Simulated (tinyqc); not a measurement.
# Strained alloy layer of GaSb and GaAs on (001) InP, model-solid band line-up: gaps, strain and offsets against composition

The layer is x parts of the first compound and 1 - x of the second, grown coherently on the third as substrate and barrier. Rows of the table: lattice constant a, average valence level Ea on an absolute scale, spin-orbit splitting so, gaps at Gamma, X and L, hydrostatic deformation potentials av and ac (Gamma), shear potential b, elastic constants, electron and heavy-hole (along z) masses. All are interpolated linearly in x; gaps get -C x (1 - x), taken wholly in the conduction band; real line-ups can differ from this model by 0.1 eV or more.

In-plane strain e = (a_substrate - a)/a, e_z = -2 (c12/c11) e, volume change 2 e + e_z. With v = 2 e + e_z and d = 2 b (e_z - e): Eav = Ea + av v; E_hh = Eav + so/3 - d/2; E_lh = Eav - so/6 + d/4 + sqrt(so^2 + so d + 9 d^2/4)/2; E_c = Ea + so/3 + EG + ac v (Gamma). Substrate: E_v = Ea + so/3, E_c = E_v + EG. Well depths: dEc = E_c(substrate) - E_c, dEhh = E_hh - E_v(substrate), dElh likewise; strained Gamma gap E_c - max(E_hh, E_lh); positive values confine carriers in the layer. Matthews-Blakeslee for 60-degree dislocations in a single layer: hc = k (ln(hc/bv) + 1), k = bv (1 - nu/4)/(4 pi |e| (1 + nu)), nu = c12/(c11 + c12), bv = a/sqrt(2); the larger root. The valence offset is the larger of dEhh and dElh; a dash marks |e| under 0.02 % or no root.

Inputs (values chosen for the exercise): bowing of the Gamma gap CG = 1.43 eV; bowing of the X gap CX = 1.2 eV; bowing of the L gap CL = 1.2 eV.

Binary compounds, values chosen for the exercise:
```
              close to GaSb  close to GaAs  close to InP
a (angstrom)          6.096          5.653         5.869
Ea (eV)               -6.25          -6.92         -7.04
so (eV)               0.768           0.34         0.109
EG (eV)                0.72           1.42          1.34
EX (eV)                1.03           1.91           2.2
EL (eV)               0.807           1.71          1.92
av (eV)               0.796           1.16          1.26
ac (eV)               -6.92          -7.09         -5.08
b (eV)                -1.98           -1.7         -1.68
c11 (GPa)              88.7            118           102
c12 (GPa)              40.5           54.6          55.9
me (m0)              0.0385         0.0675        0.0807
mh (m0)               0.249          0.348         0.534
```

Gaps, strain and offsets against composition:
columns A: x; B: e (%); C: relaxed Gamma gap (eV); D: lower of X and L gaps (eV); E: strained Gamma gap (eV); F: E_hh - E_lh (meV); G: dEc (eV); H: valence offset (eV); I: hc (nm)
```
A            B       C       D       E       F         G       H     I
0.25     1.826  0.9769   1.259  0.7403  -139.1    0.1016  0.4981  4.12
0.31     1.359  0.8971   1.173  0.7238  -101.6   0.09699  0.5192  6.26
0.38    0.8187  0.8171   1.084  0.7146  -59.86   0.07912  0.5463  12.3
0.44    0.3605  0.7596   1.017  0.7153  -25.84   0.05307  0.5717  34.7
0.5   -0.09362  0.7125  0.9585  0.7173   6.576   0.01708  0.6057   174
0.56   -0.5436  0.6756  0.9086  0.7030   37.41  -0.02883  0.6659  21.1
0.62   -0.9896  0.6491  0.8674  0.6983   66.74  -0.08469  0.7264  9.81
0.69    -1.505  0.6311  0.8303  0.7048   99.17   -0.1624  0.7976  5.60
0.75    -1.942  0.6269  0.8077  0.7209   125.6   -0.2398  0.8590  3.92
```

The relaxed Gamma gap falls from 0.977 to 0.627 eV and the strained one moves up and down between 0.698 and 0.740 eV. The lattice matches the substrate at x = 0.488; the heavy hole is on top where the layer is compressed (e < 0) and the light hole where it is stretched. dEc falls from 0.102 to -0.240 eV and the valence offset rises from 0.498 to 0.859 eV. At the largest strain listed, -1.94 %, strain changes the gap by 94.0 meV.

Computed by the program tinyqc: `OMP_NUM_THREADS=1 python tinyqc.py 2690004 2690005 out.jsonl`, one thread of a shared Intel Xeon 2.30GHz, about 0.01 s for the whole run.
